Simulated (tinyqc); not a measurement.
## Polarisation charge from two barrier thicknesses

Question. VT = phiB - dEc - q sigma d/(eps0 eps_r). Find sigma, phiB - dEc and the thickness at which VT = 0.

Inputs (values chosen for the exercise):

| symbol | value | unit | meaning |
|---|---|---|---|
| eps_r | 9.4 |  | relative permittivity of barrier and channel |

Constants: q = 1.602176634e-19 C, eps0 = 8.8541878128e-14 F/cm where lengths are in cm. Results are converted to the units shown.

VT for d = 15 and 21 nm (V): -3.0761526  -4.6354137

Answer. VT is linear in d.

sigma = 1.350e13 cm^-2
phiB - dEc = 0.8220 V
thickness for VT = 0 = 3.163 nm

Numbers from tinyqc (`OMP_NUM_THREADS=1 python tinyqc.py 2570067 2570068 out.jsonl`; about 0.02 s on one thread of a shared Intel Xeon 2.30GHz).
